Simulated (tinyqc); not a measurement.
Quantum-confined Stark effect in a modulator well: sweeps and comparisons. A value that a table varies takes the place of the one given here.

Envelopes on cells of 0.5 angstrom over the well |z| < L/2 and 45 angstrom of barrier on each side, psi = 0 beyond, psi'/m continuous (mean mass between points), c = hbar^2/2m0. The electron sees + e F z and the hole - e F z, each with its offset in the barriers; 1 kV/cm = 1e-5 eV/angstrom. Light holes, band mixing and escape by tunnelling are left out.

Exciton: in-plane function exp(-rho/lam), 1/mu = 1/me + 1/mp, E(lam) = c/(mu lam^2) - (q/eps) times the integral over k of Fm(k)(1 + (k lam/2)^2)^(-3/2), Fm(k) the double integral of psi_e^2 psi_h^2 exp(-k |z - z'|), q = e^2/(4 pi eps0); binding Eb = -E at the minimum. Line at Eg + E_e + E_h - Eb, strength proportional to overlap^2/lam^2.

Constants: hbar^2/2m0 = 3.80998211 eV angstrom^2; e^2/(4 pi eps0) = 14.39964547 eV angstrom; hc = 1239.841984 eV nm.

Parameters, chosen for this exercise (near those of an InGaAs well in InAlAs; not measured data):
```
symbol  value                           unit      meaning
L       102                             angstrom  well width
Vc      0.479                           eV        conduction offset
Vv      0.207                           eV        heavy-hole offset
me      0.0416                          m0        electron, well
meb     0.0755                          m0        electron, barrier
mh      0.378                           m0        heavy hole along z, well
mhb     0.436                           m0        heavy hole, barrier
Eg      0.752                           eV        gap of the well
mp      0.108                           m0        heavy hole in the plane
eps     13.8                                      dielectric constant
Fs      (0, 28, 56, 84, 116, 150, 187)  kV/cm     fields
Ls      (56, 74, 92, 112, 136, 164)     angstrom  widths
F_L     94                              kV/cm     field for this table
F       94                              kV/cm     field
```

## Raising the field

All quantities anew; shifts from zero field.

Results:
```
F (kV/cm)  dE_e (meV)  dE_h (meV)  Eb (meV)  line shift (meV)  overlap^2  relative strength
0                0.00        0.00      5.47              0.00      0.980              1.000
28              -0.34       -1.56      5.38             -1.81      0.896              0.889
56              -1.36       -5.72      5.18             -6.79      0.728              0.678
84              -3.04      -11.60      4.97            -14.14      0.567              0.493
116             -5.75      -19.68      4.76            -24.71      0.421              0.340
150             -9.49      -29.34      4.56            -37.92      0.307              0.231
187            -14.50      -40.77      4.39            -54.19      0.217              0.153
```

How do the results move?

The line shift grows with exponent 1.91 in F at low field and 1.62 at the end, as the carriers come up against opposite walls and the dipole begins to saturate. The hole gives 82 % of the level shift in the second row and 74 % in the last. The largest shift is 9.9 times the zero-field binding, yet 80 % of the binding survives, since the walls stop the field from pulling the pair apart. Half the strength is gone between 56 and 84 kV/cm.

## Width of the well

Zero-field line, its shift at F_L and the relative strength.

Results:
```
L (angstrom)  line at F = 0 (nm)  Eb (meV)  shift (meV)  relative strength  shift x strength (meV)
56                        1423.6      6.14        -3.30              0.926                    3.06
74                        1489.5      5.85        -7.16              0.782                    5.60
92                        1531.6      5.60       -13.10              0.563                    7.38
112                       1562.4      5.35       -21.87              0.327                    7.16
136                       1586.6      5.10       -34.84              0.139                    4.83
164                       1604.7      4.84       -52.80              0.039                    2.08
```

What can be read from the table?

The shift grows with exponent 2.78 in L over the first two rows and 2.22 over the last two, against 4 for hard walls at second order; leakage lowers it in narrow wells and saturation in wide ones. The strength falls from 0.93 to 0.04, and the product of the two is largest at 92 angstrom.

## What each parameter does

Zero-field line, shift at F, overlap^2 and Eb at F. Each row changes one parameter from the base and keeps the others.

Results:
```
case             line (nm)  shift (meV)  overlap^2  Eb (meV)
base                1548.6       -17.23      0.517      4.90
L = 92 angstrom     1531.6       -13.10      0.627      5.18
F = 75 kV/cm        1548.6       -11.56      0.616      5.03
Vc = 0.383 eV       1553.9       -17.68      0.504      4.85
Vv = 0.259 eV       1548.2       -16.64      0.531      4.93
me = 0.0478 m0      1555.8       -17.26      0.506      5.22
mh = 0.321 m0       1546.8       -16.62      0.547      4.91
eps = 12.4          1550.7       -17.08      0.517      5.85
```

What can be read from the table?

The largest shifts from the base row, up to three for each result and ties (the steps differ in size, so this ranks the rows, not the parameters). line (nm): L -17.0, me +7.2, Vc +5.3; unchanged at the printed digits by F. shift (meV): F +5.66, L +4.12, mh +0.60. overlap^2: L +0.110, F +0.099, mh +0.030; unchanged at the printed digits by eps. Eb (meV): eps +0.95, me +0.32, L +0.28.

Program tinyqc; command `OMP_NUM_THREADS=1 python tinyqc.py 1251644 1251645 out.jsonl`; about 0.2 s on one thread of a shared Intel(R) Xeon(R) Processor @ 2.30GHz.
